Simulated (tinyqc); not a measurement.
Inside a calculation. Model: nudged elastic band on a two-dimensional model surface. Computed by tinyqc, a small Python program that keeps every step. Command: `OMP_NUM_THREADS=1 python tinyqc.py 3002737 3002738 out.jsonl neb walk`. One thread of a shared host (Intel(R) Xeon(R) Processor @ 2.30GHz), about 0.02 s of CPU time with the checks. Intermediate numbers are printed to about 6 digits and carried at full precision; extremes and crossings named in words are read from the listed rows.

V(x, y) = h u^2 + t x + (kappa/2)(y + c u)^2 with u = x^2/w^2 - 1; the path runs from the minimum near (-w, 0) to that near (w, 0).

Inputs (values chosen for the exercise, for a model surface): height h = 0.79 eV; half width w = 1.3 angstrom; transverse stiffness kappa = 2.4 eV/angstrom^2; curvature c = 0.29 angstrom; tilt t = -0.12 eV/angstrom; movable images n = 5; spring constant k_s = 1.9 eV/angstrom^2; step factor eta = 0.62 angstrom^2/eV; iteration cap = 100.

Surface: curved double well. Climbing image: off.

## Stationary points

Newton steps x(new) = x - H^-1 grad V (moves limited to 0.3 angstrom) from (-w, 0), (w, 0) and (0, c) give the two minima and the saddle.

positions (angstrom), rows start, end, saddle, columns x, y:
```
[[-1.26664, 0.01469],
 [1.33097, -0.01398],
 [-0.06433, 0.28929]]
```

energies (eV): start 0.154025, end -0.157880, saddle 0.793855

barrier from the start = 0.639831 eV

## Straight-line start

Images are spaced evenly on the line between the minima.

images at the start (angstrom), rows image 1, image 2, image 3, image 4, image 5, columns x, y:
```
[[-0.833703, 0.009914],
 [-0.400768, 0.005135],
 [0.032167, 0.000355],
 [0.465103, -0.004424],
 [0.898038, -0.009204]]
```

energies above the start (eV): [0.250862, 0.620489, 0.731698, 0.470313, -0.014835]

The highest image lies +0.0919 eV from the true barrier.

## Iteration 1

Tangent at image i: towards the higher neighbour if the energies rise or fall through i; at a maximum or minimum, tau = t+ dmax + t- dmin if V(i+1) > V(i-1), else t+ dmin + t- dmax, with t+ = R(i+1) - R(i), t- = R(i) - R(i-1) and dmax, dmin the larger and smaller of |V(i+1) - V(i)| and |V(i-1) - V(i)|; then normalise. Force F = -grad V + (grad V.tau) tau + k_s (|t+| - |t-|) tau. Update R(new) = R + eta F; the end points stay fixed.

unit tangents, rows image 1, image 2, image 3, image 4, image 5, columns x, y:
```
[[0.999939, -0.011039],
 [0.999939, -0.011039],
 [0.999939, -0.011039],
 [0.999939, -0.011039],
 [0.999939, -0.011039]]
```

forces (eV/angstrom), rows image 1, image 2, image 3, image 4, image 5, columns x, y:
```
[[0.004150, 0.375885],
 [0.006738, 0.610356],
 [0.007691, 0.696710],
 [0.006936, 0.628239],
 [0.004396, 0.398237]]
```

images after iteration 1 (angstrom), rows image 1, image 2, image 3, image 4, image 5, columns x, y:
```
[[-0.831130, 0.242963],
 [-0.396590, 0.383556],
 [0.036936, 0.432315],
 [0.469403, 0.385084],
 [0.900764, 0.237703]]
```

## Iteration 2

The formulas are those given above.

unit tangents, rows image 1, image 2, image 3, image 4, image 5, columns x, y:
```
[[0.951440, 0.307833],
 [0.993734, 0.111767],
 [0.998680, 0.051361],
 [0.994089, -0.108569],
 [0.946292, -0.323313]]
```

forces (eV/angstrom), rows image 1, image 2, image 3, image 4, image 5, columns x, y:
```
[[-0.084051, 0.043837],
 [-0.012905, -0.233043],
 [0.015717, -0.350807],
 [0.014679, -0.229693],
 [0.110059, 0.071896]]
```

images after iteration 2 (angstrom), rows image 1, image 2, image 3, image 4, image 5, columns x, y:
```
[[-0.883242, 0.270142],
 [-0.404591, 0.239069],
 [0.046681, 0.214815],
 [0.478504, 0.242674],
 [0.969000, 0.282279]]
```

## All iterations

Start on the straight line; stop when the largest force is below 1e-4 or above 1e6 eV/angstrom.

Course of the band:
```
iteration  highest image (eV)  largest force (eV/angstrom)
1                 7.31698e-01                  6.96752e-01
2                 6.54652e-01                  3.51159e-01
3                 6.35054e-01                  4.34049e-01
4                 6.34001e-01                  7.39980e-01
5                 6.13010e-01                  9.33588e-01
6                 6.39734e-01                  1.10288e+00
7                 5.75096e-01                  2.34535e+00
8                 1.27705e+00                  1.83775e+00
9                 1.06872e+00                  1.48161e+00
...                       ...                          ...
27                1.73673e+01                  7.92896e+00
28                1.36762e+01                  7.28457e+00
29                5.86254e+00                  5.64130e+00
30                2.59315e+00                  6.61562e+00
31                7.15108e+00                  6.28338e+00
32                3.55622e+01                  4.43192e+01
33                1.01976e+05                  6.47974e+02
34                1.96804e+05                  1.85195e+04
35                5.36803e+15                  1.60179e+12
```

Band at the end:
```
image  x (angstrom)  y (angstrom)        E (eV)
0              -1.3         0.015  -9.72777e-13
1            -290.7       436.546   2.24197e+09
2           11453.5      -302.996   5.36803e+15
3             -24.1        -1.714   1.04862e+05
4              -0.9        -0.470   6.25302e-01
5               0.7         2.176   4.81317e+00
6               1.3        -0.014  -3.11905e-01
```

energy of the highest image = 5.36803e+15 eV

iterations = 35

largest force at the end = 1.60179e+12 eV/angstrom

Tail of the force series: the residual grows: the iteration diverges

Not converged within 35 iterations: the residual grows: the iteration diverges.

Reruns converge with step factor eta = 0.1, iteration cap = 600. Reruns still fail with step factor eta = 16.0, iteration cap = 600; and with iteration cap = 600.
